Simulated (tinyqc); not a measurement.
Changing the coupling g: Holstein polaron on two sites. Computed by tinyqc, a small Python program. Command: `OMP_NUM_THREADS=1 python tinyqc.py 3027532 3027533 out.jsonl holstein sweep`. One thread of a shared host (Intel(R) Xeon(R) Processor @ 2.30GHz), about 0.03 s of CPU time with the checks.

One electron on sites 1 and 2: H = -t (c1+ c2 + c2+ c1) + hbar omega sum_i b_i+ b_i - g hbar omega sum_i n_i (b_i + b_i+). The symmetric phonon shifts the energy by -g^2 hbar omega/2 and drops out; with b = (b_1 - b_2)/sqrt(2) there remains H = -t sigma_x + hbar omega b+ b - (g hbar omega/sqrt(2)) sigma_z (b + b+). Parity splits it into blocks p = +1 and -1 over phonon numbers n. Zero-point energies are left out. Weights Z refer to mode b alone; the displaced symmetric mode multiplies the full zero-phonon weight by exp(-g^2/2).

Inputs (values chosen for the exercise, for a model dimer): hopping t = 35 meV; phonon energy hbar omega = 145 meV.

Method:
- Polaron binding energy E_p = g^2 hbar omega; ratio E_p/t (the adiabatic potential has two wells when it exceeds 1); adiabaticity hbar omega/t.
- Block p: H_nn = n hbar omega - p t (-1)^n - g^2 hbar omega/2, H_(n,n+1) = -(g hbar omega/sqrt(2)) sqrt(n + 1).
- Use 60 levels in both blocks; Z = c_0^2 is the weight of n = 0 in the ground state c; the splitting is the lowest odd level less the lowest even one, which without coupling is the smaller of 2t and hbar omega; <sigma_x> = sum (-1)^n c_n^2 measures the kinetic energy.

One run for each value; columns: (1) coupling g; (2) weight Z of n = 0 in mode b; (3) splitting/(2t); (4) <sigma_x>; (5) mean phonon number in b; (6) ground-state energy (meV); (7) E_p/t:
```
(1)      (2)     (3)     (4)    (5)     (6)    (7)
0.20  0.9908  0.9506  0.9818  0.009   -39.9   0.17
0.39  0.9642  0.8341  0.9310  0.037   -53.6   0.63
0.58  0.9177  0.6859  0.8484  0.089   -76.4   1.39
0.77  0.8483  0.5314  0.7372  0.175  -108.9   2.46
1.10  0.6712  0.2932  0.5022  0.439  -189.6   5.01
1.30  0.5392  0.1842  0.3619  0.685  -254.6   7.00
1.50  0.4067  0.1063  0.2459  0.993  -332.4   9.32
1.70  0.2896  0.0564  0.1624  1.350  -422.9  11.97
1.90  0.1964  0.0275  0.1085  1.744  -525.8  14.96
```

Give the missing row, coupling g = 0.95.

Computed row; columns: (1) coupling g; (2) weight Z of n = 0 in mode b; (3) splitting/(2t); (4) <sigma_x>; (5) mean phonon number in b; (6) ground-state energy (meV); (7) E_p/t:
```
(1)      (2)     (3)     (4)    (5)     (6)   (7)
0.95  0.7600  0.3940  0.6124  0.299  -148.9  3.74
```

Interpolating between the two neighbouring rows (the first column on a logarithmic scale, the others too where they are positive) misses most in ground-state energy (meV), by 5.0 %. Over the rows, weight Z of n = 0 in mode b falls from 0.991 to 0.196 (exponent d ln y / d ln x -0.041 between the first rows and -3.5 between the last); splitting/(2t) falls from 0.951 to 0.0275 (exponent d ln y / d ln x -0.20 between the first rows and -6.5 between the last); <sigma_x> falls from 0.982 to 0.109 (exponent d ln y / d ln x -0.080 between the first rows and -3.6 between the last). Z falls through 1/2 between E_p/t = 7.0 and 9.3; the change is a smooth crossover, not a transition.

Extremes, crossings and ranges named in words are read from the listed rows.
